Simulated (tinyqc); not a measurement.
# Inductance and parasitic capacitance from two readings

Question. A loss-free coil L in parallel with C shows the apparent inductance L/(1 - w^2 L C), w = 2 pi f. Find L, C and the self-resonance 1/(2 pi sqrt(L C)).

apparent inductance at 5.6 and 13 GHz (nH): 0.61256668  1.2233854

Answer. The inverse of the reading is 1/L - w^2 C, a straight line in w^2.

L = 0.550 nH
C = 150 fF
self-resonance = 17.5 GHz

tinyqc, about 0.01 s, one thread, Intel Xeon 2.30GHz (shared host): `OMP_NUM_THREADS=1 python tinyqc.py 2302215 2302216 out.jsonl`
